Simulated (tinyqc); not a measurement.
Inside a calculation. Method: tight binding, dimerised chain. One step of it, computed by the program tinyqc.

Question. Levels at k. Diagonalise the Hermitian matrix.

H(k) at k (eV), order A, B:
$$\begin{pmatrix}
0.540000 & 0.145830+0.149905i \\
0.145830-0.149905i & -0.540000
\end{pmatrix}$$

Give: eigenvalues; weights |c|^2 of the basis functions.

Answer.

eigenvalues (eV): [-0.579, 0.579]

weights |c|^2 of the basis functions, order A, B:
$$\begin{pmatrix}
0.034 & 0.966 \\
0.966 & 0.034
\end{pmatrix}$$
